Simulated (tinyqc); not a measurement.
What moves the results: band edges of strained Si(1-x)Ge(x) on relaxed Si(1-y)Ge(y). A value that a table varies takes the place of the one given here.

Values are linear in the Ge fraction but for ED(x) = linear - CD x (1 - x) and a(x) = linear - Ca x (1 - x). Energies are on the common scale of Ev.

Coherent growth on a (001) face: e_par = (a(y) - a(x))/a(x), e_perp = -2 (C12/C11) e_par; exx = eyy = e_par, ezz = e_perp, no shear.

A valley with unit axis u lies at Ev + gap + (av + a_valley) tr(e) + Xu (u.e.u - tr(e)/3); the Delta axes are x, y, z and the L axes [111], [1-1-1], [-11-1], [-1-11]. The second-order shift of the Delta valleys under shear is left out; it lowers the pair normal to the sheared plane by tens of meV at a shear of 1 %.

Valence edges: Ev plus the levels of the 6 x 6 matrix of X, Y, Z times spin with -Dso/3 + l exx + m (eyy + ezz) on the diagonal (cyclic), n exy off it, l = av + 2 b, m = av - b, n = sqrt(3) d. Spin-orbit term (Dso/3) L.sigma on X, Y, Z with (L_k)_ij = -i epsilon_kij: <X+|H|Y+> = -i Dso/3, <X+|H|Z-> = Dso/3, <Y+|H|Z-> = -i Dso/3, <Z+|H|X-> = -Dso/3, <Z+|H|Y-> = i Dso/3, <X-|H|Y-> = i Dso/3, and their conjugates; + and - are the spin along z.

Coherent growth: e_par = (a(y) - a(x))/a(x). (001): e_perp = -2 (C12/C11) e_par; exx = eyy = e_par, ezz = e_perp, no shear. (111): e_perp = -(2 C11 + 4 C12 - 4 C44)/(C11 + 2 C12 + 4 C44) e_par; exx = eyy = ezz = (2 e_par + e_perp)/3 and exy = eyz = ezx = (e_perp - e_par)/3. (110): e_perp = -(C11 + 3 C12 - 2 C44)/(C11 + C12 + 2 C44) e_par; exx = eyy = (e_par + e_perp)/2, ezz = e_par, exy = (e_perp - e_par)/2, eyz = ezx = 0.

Inputs chosen for the exercise (end members near Si and Ge, in this order; not measured data): a = (5.433, 5.663) angstrom (lattice constant); Dso = (0.045, 0.288) eV (spin-orbit splitting); av = (2.43, 1.23) eV (valence hydrostatic potential); b = (-2.09, -2.53) eV (tetragonal shear potential); d = (-4.79, -5.26) eV (trigonal shear potential); C11 = (164.2, 129.5) GPa; C12 = (63.1, 49) GPa; C44 = (78.9, 66.7) GPa; Ev = (0, 0.66) eV (top of the unstrained valence band); ED = (1.159, 0.925) eV (gap to the Delta valleys); EL = (1.986, 0.754) eV (gap to the L valleys); aD = (1.86, 1.22) eV (hydrostatic potential of the Delta gap); aL = (-2.89, -2.77) eV (hydrostatic potential of the L gap); XuD = (9.14, 9.19) eV (uniaxial potential, Delta); XuL = (16.38, 15.19) eV (uniaxial potential, L); CD = 0.234 eV (bowing of the Delta gap); Ca = 0 angstrom (bowing of the lattice constant); face = 001 (growth face); y = 0.58 (Ge fraction of the relaxed buffer); x = 1 (Ge fraction of the layer).

## Composition of the layer

The buffer is kept. dEc = Ec(buffer) - Ec(layer), dEv = Ev(layer) - Ev(buffer); buffer edges Ev(y) and Ev(y) + min(ED, EL). The digit behind Delta or L counts whole valleys.

Results:

| x | e_par (%) | lowest valleys | gap (eV) | next valleys above (meV) | valence splitting (meV) | dEc (eV) | dEv (eV) |
|---|---|---|---|---|---|---|---|
| 0.03 | 2.33 | Delta2 | 0.790 | 376 | 244 | 0.313 | -0.137 |
| 0.17 | 1.72 | Delta2 | 0.828 | 279 | 176 | 0.252 | -0.113 |
| 0.31 | 1.13 | Delta2 | 0.872 | 182 | 110 | 0.178 | -0.084 |
| 0.45 | 0.54 | Delta2 | 0.921 | 87 | 49 | 0.091 | -0.046 |
| 0.72 | -0.58 | Delta4 | 0.878 | 93 | 43 | -0.017 | 0.106 |
| 0.86 | -1.14 | Delta4 | 0.800 | 117 | 78 | -0.048 | 0.215 |
| 1.00 | -1.71 | Delta4 | 0.732 | 5 | 107 | -0.092 | 0.327 |

What can be read from the table?

The gap is 0.790 eV in the first row and 0.732 eV in the last, with its largest listed value, 0.921 eV, at x = 0.45. The lowest valleys change: Delta2 to Delta4 between x = 0.45 and 0.72. Per 0.1 of x the valence offset moves by +48 meV on average; the conduction offset lies between -92 and +313 meV. Electrons and holes sit on opposite sides in every row (type II). Offsets below about 30 meV are within the spread of parameter sets, so those rows do not settle the type. Strains above 2 % can be kept only in layers of a few nanometres.

## Composition of the buffer

The layer is kept. dEc = Ec(buffer) - Ec(layer), dEv = Ev(layer) - Ev(buffer); buffer edges Ev(y) and Ev(y) + min(ED, EL). The digit behind Delta or L counts whole valleys.

Results:

| y | e_par (%) | lowest valleys | gap (eV) | next valleys above (meV) | valence splitting (meV) | dEc (eV) | dEv (eV) |
|---|---|---|---|---|---|---|---|
| 0.45 | -2.23 | Delta4 | 0.672 | 60 | 124 | -0.104 | 0.428 |
| 0.53 | -1.91 | Delta4 | 0.708 | 26 | 114 | -0.098 | 0.366 |
| 0.61 | -1.58 | L4 | 0.738 | 7 | 102 | -0.081 | 0.304 |
| 0.69 | -1.26 | L4 | 0.741 | 41 | 87 | -0.035 | 0.241 |
| 0.76 | -0.97 | L4 | 0.744 | 70 | 72 | 0.007 | 0.187 |
| 0.84 | -0.65 | L4 | 0.747 | 104 | 51 | 0.059 | 0.125 |
| 0.92 | -0.32 | L4 | 0.751 | 137 | 27 | 0.040 | 0.062 |

What can be read from the table?

The gap is 0.672 eV in the first row and 0.751 eV in the last. The lowest valleys change: Delta4 to L4 between y = 0.53 and 0.61. Per 0.1 of y the valence offset moves by -78 meV on average; the conduction offset lies between -104 and +59 meV, not monotonically. Both carriers sit on one side for y = 0.76, 0.84 and 0.92, and on opposite sides elsewhere. Offsets below about 30 meV are within the spread of parameter sets, so those rows do not settle the type. Strains above 2 % can be kept only in layers of a few nanometres.

## The same layer on three faces

dEc = Ec(buffer) - Ec(layer), dEv = Ev(layer) - Ev(buffer); buffer edges Ev(y) and Ev(y) + min(ED, EL). The digit behind Delta or L counts whole valleys.

Results:

| face | e_par (%) | lowest valleys | gap (eV) | next valleys above (meV) | valence splitting (meV) | dEc (eV) | dEv (eV) | Delta spread (meV) | L spread (meV) |
|---|---|---|---|---|---|---|---|---|---|
| (001) | -1.71 | Delta4 | 0.732 | 5 | 107 | -0.092 | 0.327 | 275 | 0 |
| (111) | -1.71 | L3 | 0.679 | 140 | 103 | -0.028 | 0.315 | 0 | 318 |
| (110) | -1.71 | L2 | 0.628 | 116 | 105 | 0.021 | 0.318 | 114 | 252 |

What does this show?

On (001) only the Delta valleys split (275 meV), on (111) only the L valleys (318 meV), on (110) both (114 and 252 meV). The lowest valleys are Delta4 on (001), L3 on (111) and L2 on (110); the smallest gap is 0.628 eV on (110) and the largest 0.732 eV on (001).

## What each parameter does

dEc = Ec(buffer) - Ec(layer), dEv = Ev(layer) - Ev(buffer); buffer edges Ev(y) and Ev(y) + min(ED, EL). Each row changes one parameter from the base and keeps the others.

Results:

| case | gap (eV) | valence splitting (meV) | dEc (eV) | dEv (eV) |
|---|---|---|---|---|
| base | 0.7315 | 106.9 | -0.0922 | 0.3269 |
| x = 0.97 | 0.7453 | 100.9 | -0.0816 | 0.3026 |
| y = 0.61 | 0.7381 | 102.1 | -0.0811 | 0.3036 |
| CD = 0.284 eV | 0.7315 | 106.9 | -0.1043 | 0.3269 |
| C12 = (72.565, 56.35) GPa | 0.7230 | 110.9 | -0.0910 | 0.3342 |
| XuL = (18.837, 17.468) eV | 0.7315 | 106.9 | -0.0922 | 0.3269 |
| b = (-2.403, -2.909) eV | 0.7202 | 115.8 | -0.0922 | 0.3383 |
| Ev = (0, 0.759) eV | 0.7315 | 106.9 | -0.1337 | 0.3685 |
| Dso = (0.052, 0.331) eV | 0.7315 | 112.6 | -0.0922 | 0.3269 |

What does this show?

The largest shifts from the base row, up to three for each result and ties (the steps differ in size, so this ranks the rows, not the parameters). gap (eV): x +0.0138, b -0.0114, C12 -0.0085; unchanged at the printed digits by CD, XuL, Ev and Dso. valence splitting (meV): b +8.9, x -6.0, Dso +5.7; unchanged at the printed digits by CD, XuL and Ev. dEc (eV): Ev -0.0416, CD -0.0122, y +0.0110; unchanged at the printed digits by XuL, b and Dso. dEv (eV): Ev +0.0416, x -0.0243, y -0.0234; unchanged at the printed digits by CD, XuL and Dso. The lowest valleys of the layer are Delta4, so among the conduction-band potentials only those of that family reach the gap and dEc; the buffer is unstrained. A shift large enough to swap the lowest family would change that.

Run: tinyqc, `OMP_NUM_THREADS=1 python tinyqc.py 1080860 1080861 out.jsonl`; Intel(R) Xeon(R) Processor @ 2.30GHz, one thread, shared host; about 0.01 s of CPU time with all checks.
